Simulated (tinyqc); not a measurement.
# Worked calculation: pillar capacitor in an array: capacitance, non-linearity, leakage and relaxation

tinyqc, about 0.01 s, one thread, Intel Xeon 2.30GHz (shared host): `OMP_NUM_THREADS=1 python tinyqc.py 2102168 2102169 out.jsonl` Printed values are rounded.

A film between two metal electrodes, each interface adding a series capacitance ci. The small-signal permittivity is ek (1 + aq E^2); the field is found with the linear permittivity. Leakage J = J0 sinh(E/Ef). After a voltage step the film passes a relaxation current kr C V tt^(-nr), tt being the time in seconds. The sidewall is a coaxial capacitor with radii a = dm/2 and b = dm/2 + t, depth AR dm; the end face is left out.

Parameters, values chosen for the exercise; permittivity of the order of that of tantalum oxide:
- ek = 25 (relative permittivity of the film)
- t = 15 nm (film thickness)
- ci = 1000 uF/cm^2 (capacitance of each electrode interface (dead layer and screening))
- aq = 0.0099 cm^2/MV^2 (quadratic field coefficient of the permittivity)
- V = 2.4 V (bias)
- J0 = 1.9e-10 A/cm^2 (leakage prefactor)
- Ef = 0.44 MV/cm (field for an e-fold rise of the leakage)
- dm = 120 nm (diameter of the pillar)
- AR = 10 (aspect ratio, depth over diameter)
- pt = 210 nm (pitch of the square array)
- rho = 790 uohm cm (resistivity of the inner electrode)

Constants: eps0 = 8.8541878128e-14 F/cm where lengths are in cm. Results are converted to the units shown.

## Planar capacitance, field and non-linearity

Planar film: Cf = eps0 ek/t, 1/C = 1/Cf + 2/ci, EOT = 3.9 eps0/C, effective permittivity C t/eps0, E = (V/t) C/Cf; quadratic coefficient [C(V)/C - 1]/V^2 with Cf (1 + aq E^2) in C(V).

Cf = 1.47570 uF/cm^2
C = 1.47136 uF/cm^2
EOT = 2.34691 nm
effective permittivity = 24.9264
E = 1.59529 MV/cm
quadratic coefficient = 4360.95 ppm/V^2
J = 3.56468e-9 A/cm^2

The interfaces take 0.294 % of the voltage.

## Cell capacitance, fields and time constant

Per length 1/c = ln(b/a)/(2 pi eps0 ek) + (1/a + 1/b)/(2 pi ci); cell capacitance c AR dm; per footprint over pt^2; fields c V/(2 pi eps0 ek r) at r = a and b; resistance of the inner electrode rho AR dm/(pi a^2); time constant R C/3 of the distributed line.

a = 60 nm
b = 75 nm
cell capacitance = 7.45719 fF
capacitance per footprint = 16.9097 uF/cm^2
field at a = 1.78725 MV/cm
field at b = 1.42980 MV/cm
R = 0.838216 kohm
R C/3 = 2.08358 ps

The array gives 11.5 times the planar capacitance per footprint; curvature makes the field at the inner electrode 1.12 times the planar value.
